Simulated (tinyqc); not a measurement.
Thin-body transistor below threshold, two-dimensional Poisson equation on a small mesh: two steps of the calculation.

A thin body on a thick buried insulator of low permittivity, taken as carrying no normal field at the bottom of the body (row 0). Mobile charge is neglected (subthreshold), the body is fully depleted, and potentials are counted from the intrinsic level; rows run upward to the gate, columns from source to drain.

Values chosen for this exercise: temperature T = 325 K; potential of the source Vbi = 0.48 V.

Constants: q = 1.602176634e-19 C, kB = 1.380649e-23 J/K, Vt = kB T/q. Results are converted to the units shown.

Problem 1. Over-relaxation sweep (omega = 1.2). Free nodes: rows 0..4, columns 1..6, taken row by row from row 0, left to right. t = (up psi(above) + dn psi(below) + lat [psi(left) + psi(right)] + s)/(up + dn + 2 lat), with the newest neighbours; psi(new) = psi + 1.2 (t - psi).

psi after iteration 1 (V):
```
              j=0         j=1         j=2         j=3         j=4         j=5         j=6         j=7
row 0   0.4800000  -0.1003432  -0.1460860  -0.1496915  -0.1499757  -0.1499981  -0.0451687   1.1800000
row 1   0.4800000  -0.0744630  -0.1420063  -0.1492091  -0.1499250  -0.1499931   0.0094676   1.1800000
row 2   0.4800000  -0.0609748  -0.1388168  -0.1487064  -0.1498589  -0.1499853   0.0379435   1.1800000
row 3   0.4800000  -0.0494690  -0.1350924  -0.1479262  -0.1497261  -0.1499653   0.0622363   1.1800000
row 4   0.1650000  -0.0634871  -0.1323099  -0.1468484  -0.1494842  -0.1499204   0.0326501   0.5150000
row 5  -0.1500000  -0.1500000  -0.1500000  -0.1500000  -0.1500000  -0.1500000  -0.1500000  -0.1500000
```

```
row         up         dn        lat  s (V)
0    30.342857          0  2.2944444      0
1    30.342857  30.342857  4.5888889      0
2    30.342857  30.342857  4.5888889      0
3    49.450549  30.342857  8.6138889      0
4    49.450549  49.450549  12.638889      0
```

Wanted: psi after iteration 2.

Solution 1.

psi after iteration 2 (V):
```
           j=0      j=1      j=2      j=3      j=4      j=5      j=6      j=7
row 0   0.4800  -0.0312  -0.1331  -0.1479  -0.1498  -0.1417   0.1007   1.1800
row 1   0.4800  -0.0065  -0.1256  -0.1465  -0.1495  -0.1331   0.1529   1.1800
row 2   0.4800   0.0099  -0.1190  -0.1449  -0.1492  -0.1263   0.1876   1.1800
row 3   0.4800   0.0115  -0.1131  -0.1426  -0.1487  -0.1183   0.1910   1.1800
row 4   0.1650  -0.0495  -0.1232  -0.1438  -0.1487  -0.1124   0.0623   0.5150
row 5  -0.1500  -0.1500  -0.1500  -0.1500  -0.1500  -0.1500  -0.1500  -0.1500
```

Problem 2. Barrier, swing and barrier lowering. The barrier is read along row 0, the path farthest from the gate. Take the node j of lowest psi: barrier Vbi - psi_j; swing Vt ln 10/(d psi_j/dVg); DIBL = (d psi_j/dVd)/(d psi_j/dVg). The derivatives solve the same equations with s = 0 and a unit change of that voltage.

converged psi (V):
```
              j=0         j=1         j=2         j=3         j=4         j=5         j=6         j=7
row 0   0.4800000   0.1765182   0.0181484  -0.0299822   0.0100794   0.1661736   0.5253069   1.1800000
row 1   0.4800000   0.1655452   0.0098124  -0.0366511   0.0013053   0.1508203   0.5029575   1.1800000
row 2   0.4800000   0.1305680  -0.0150489  -0.0560872  -0.0243403   0.1048235   0.4314712   1.1800000
row 3   0.4800000   0.0647668  -0.0557260  -0.0865308  -0.0647187   0.0289604   0.2961819   1.1800000
row 4   0.1650000  -0.0269502  -0.0963085  -0.1143765  -0.1020135  -0.0478189   0.1057621   0.5150000
row 5  -0.1500000  -0.1500000  -0.1500000  -0.1500000  -0.1500000  -0.1500000  -0.1500000  -0.1500000
```

d psi/dVg on row 0: j=0 0.00000000, j=1 0.48886474, j=2 0.75289696, j=3 0.85709330, j=4 0.85709330, j=5 0.75289696, j=6 0.48886474, j=7 0.00000000
d psi/dVd on row 0: j=0 0.0000000, j=1 0.0064328, j=2 0.0178193, j=3 0.0428379, j=4 0.1000688, j=5 0.2292838, j=6 0.5047025, j=7 1.0000000

Find: j; barrier; swing; DIBL.

Solution 2.

j = 3
barrier = 0.5100 V
swing = 75.24 mV/decade
DIBL = 49.98 mV/V

Numbers from tinyqc (`OMP_NUM_THREADS=1 python tinyqc.py 2480028 2480029 out.jsonl`; about 0.09 s on one thread of a shared Intel Xeon 2.30GHz).
